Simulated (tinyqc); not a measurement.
## Doping and voltage from widths and field

Problem. In the depletion approximation an abrupt p-n junction has a triangular field: peak E = q Nd xn/(eps0 eps_r) = q Na xp/(eps0 eps_r), W = xn + xp, and Vbi - V = E W/2. Find Nd, Na and Vbi - V.

Values chosen for this exercise: relative permittivity eps_r = 11.9.

Constants: q = 1.602176634e-19 C, eps0 = 8.8541878128e-14 F/cm where lengths are in cm. Results are converted to the units shown.

W = 43.523035 nm
peak field = 374.32359 kV/cm
xn = 33.266014 nm

Answer. Gauss's law on each side gives its doping from the peak field and its width; the voltage is the area of the triangle.

Nd = 7.400e17 cm^-3
Na = 2.400e18 cm^-3
Vbi - V = 0.8146 V

Numbers from tinyqc (`OMP_NUM_THREADS=1 python tinyqc.py 2000035 2000036 out.jsonl`; about 0.02 s on one thread of a shared Intel Xeon 2.30GHz).
